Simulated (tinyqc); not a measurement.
Atomic layer deposition: Langmuir saturation, growth per cycle and coating of deep features: one step, computed by the program tinyqc. Command: `OMP_NUM_THREADS=1 python tinyqc.py 3013594 3013595 out.jsonl ald walk`. One thread of a shared host (Intel(R) Xeon(R) Processor @ 2.30GHz), about 0.01 s of CPU time with the checks.

Precursor A sticks only on free sites, so a long enough pulse saturates; co-reactant B then frees the sites again.

Problem. Flux and saturation time. Wall flux F = p/sqrt(2 pi M k_B T); rate of filling k_a = beta F/q; desorption k_d = 1e13 exp(-E_d/(k_B T)) per second. 1/m^2 = 1e-18/nm^2. Temperatures in kelvin are T(C) + 273.15.

Inputs (values chosen for the exercise, modelled on silicon dioxide from an aminosilane and ozone): precursor mass M = 174 u; site density q = 2.8 1/nm^2; sticking probability beta on free sites = 0.0016; precursor pressure p = 0.5 Pa; temperature T = 250 C; desorption energy E_d = 1.71 eV.

Constants: u = 1.6605390666e-27 kg; k_B = 1.380649e-23 J/K; k_B = 8.617333262e-05 eV/K.

Give: flux F; k_a; k_d; time to 99 % without desorption, ln(100)/k_a.

Solution.

flux F = 4366 1/(nm^2 s)

k_a = 2.495 1/s

k_d = 3.363e-04 1/s

time to 99 % without desorption, ln(100)/k_a = 1.846 s
